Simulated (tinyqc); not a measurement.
The lens: binary melting diagram from solution models of liquid and solid. Computed by tinyqc, a small Python program. Command: `OMP_NUM_THREADS=1 python tinyqc.py 3015585 3015586 out.jsonl melt walk`. One thread of a shared host (Intel(R) Xeon(R) Processor @ 2.30GHz), about 0.01 s of CPU time with the checks.

x is the fraction of B. In a phase with interaction L: mu_A = G_A + R T ln(1 - x) + L x^2, mu_B = G_B + R T ln x + L (1 - x)^2. Melting: G(liquid) - G(solid) = H (1 - T/T_m) for each pure component.

Inputs (values chosen for the exercise, for a model alloy):

| quantity | value | unit |
|---|---|---|
| melting point T_A | 1370 | K |
| melting point T_B | 545 | K |
| heat of melting H_A | 43.3 | kJ/mol |
| heat of melting H_B | 11.1 | kJ/mol |
| liquid interaction L_L | -3.6 | kJ/mol |
| solid interaction L_S | -0.47 | kJ/mol |

Diagram: complete solid solution (lens).

Constants: R = 8.314462618 J/(mol K).

Method. Equal potentials: F_A = dG_A + R T ln[(1 - xl)/(1 - xs)] + L_L xl^2 - L_S xs^2 = 0, F_B = dG_B + R T ln(xl/xs) + L_L (1 - xl)^2 - L_S (1 - xs)^2 = 0. Newton steps from the ideal values with the exact Jacobian, halved if x would leave (0, 1); stop below 1e-12, residuals under 1e-7 shown as 0.

Liquidus and solidus:

| T (K) | xl | xs | ideal xl | ideal xs |
|---|---|---|---|---|
| 1329 | 0.12783 | 0.02449 | 0.14001 | 0.03300 |
| 1205 | 0.43121 | 0.10420 | 0.48041 | 0.12558 |
| 1081 | 0.65336 | 0.19125 | 0.71486 | 0.21219 |
| 958 | 0.81342 | 0.28700 | 0.86358 | 0.30038 |
| 834 | 0.92024 | 0.40211 | 0.94837 | 0.40582 |
| 710 | 0.97764 | 0.56164 | 0.98711 | 0.55865 |
| 586 | 0.99811 | 0.84290 | 0.99902 | 0.84167 |

The lens is widest among these rows at 958 K (0.526 in x, ideal 0.563). L_L - L_S = -3.1 kJ/mol, relative to the mixed solid, favours the mixed liquid, and the liquidus lies below the ideal one in every row.
